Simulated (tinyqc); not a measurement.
Changing the film thickness L: heat flow across a film from the phonon Boltzmann equation in the relaxation-time approximation. Computed by tinyqc, a small Python program. Command: `OMP_NUM_THREADS=1 python tinyqc.py 3020929 3020930 out.jsonl slabbte sweep`. One thread of a shared host (Intel(R) Xeon(R) Processor @ 2.30GHz), about 0.04 s of CPU time with the checks.

Two black walls, hot at x = 0 and cold at x = L, emit phonons isotropically. For one free path Lambda, with tau = x/Lambda, tau_L = L/Lambda and phi = (T - T_cold)/Delta T, energy balance gives phi(tau) = (1/2) [E2(tau) + int_0^tau_L phi(s) E1(|tau - s|) ds]; E_n are the exponential integrals. The flux over the ballistic flux C v Delta T/4 is psi = 1 - 2 int_0^tau_L phi(s) E2(s) ds, and kappa_eff/kappa = (3/4) tau_L psi. kappa = C v Lambda/3 is an input, so at fixed kappa a longer free path means a smaller C v.

Inputs (values chosen for the exercise, modelled on diamond):
```
quantity                             value     unit
bulk conductivity kappa               1830  W/(m K)
wall temperature difference Delta T    9.1        K
free path Lambda_1                     440       nm
cells n in the small system              5        -
```

Free-path groups: one.

Method:
- Cut the film into n equal cells with constant phi, collocated at the centres c_i: the kernel integrates to A_ij = |E2(|c_i - e_j|) - E2(|c_i - e_(j+1)|)|/2 for cell edges e_j, and A_ii = 1 - E2(half a cell); solve (1 - A) phi = E2(c)/2; psi = 1 - 2 sum_j phi_j [E3(e_j) - E3(e_(j+1))].
- Use 150 and 300 cells and extrapolate psi = (4 psi(300) - psi(150))/3. The jump at the hot wall is 1 - phi there (linear extrapolation from the first two of 300 cells). Two-flux (diffusion with slip) formula: psi = 1/(1 + 3 tau_L/4).
- Each group is solved on its own with 150 and 300 cells, psi = (4 psi(300) - psi(150))/3, and weighted by its share of kappa.
- Flux J = kappa_eff Delta T/L; apparent boundary resistance per wall (L/kappa_eff - L/kappa)/2.

One run for each value; columns: (1) film thickness L (nm); (2) kappa_eff (W/(m K)); (3) flux J (GW/m^2); (4) jump at the wall / Delta T for Lambda_1; (5) apparent resistance per wall (m^2 K/GW):
```
(1)      (2)     (3)      (4)      (5)
8.8     26.9  27.845  0.47818  0.16100
18      54.0  27.321  0.46244  0.16162
38     109.8  26.282  0.43583  0.16274
80     214.7  24.421  0.39509  0.16445
170    398.8  21.345  0.33668  0.16671
350    661.6  17.202  0.26628  0.16887
730    987.1  12.305  0.18871  0.17031
1500  1291.8   7.837  0.12012  0.17077
3200  1530.9   4.354  0.06704  0.17080
6600  1671.8   2.305  0.03584  0.17065
```

Over the rows, kappa_eff (W/(m K)) rises from 26.9 to 1670 (exponent d ln y / d ln x 0.97 between the first rows and 0.12 between the last); flux J (GW/m^2) falls from 27.8 to 2.31 (exponent d ln y / d ln x -0.027 between the first rows and -0.88 between the last); jump at the wall / Delta T for Lambda_1 falls from 0.478 to 0.0358 (exponent d ln y / d ln x -0.047 between the first rows and -0.87 between the last). At the low end the exponent of kappa_eff is 0.97, close to 1: the ballistic limit. At the low end the exponent of flux J is -0.03, close to 0: the ballistic flux does not depend on L. In thin films phonons cross without scattering: the flux is bounded by what the walls emit, and Delta T drops in two jumps of one half each. In thick films the jumps shrink as Lambda/L and the apparent wall resistance tends to a constant.

Caution (rows 8.80): below about 10 nm the film nears the phonon wavelength, and a particle picture fails.

Extremes, crossings and ranges named in words are read from the listed rows.
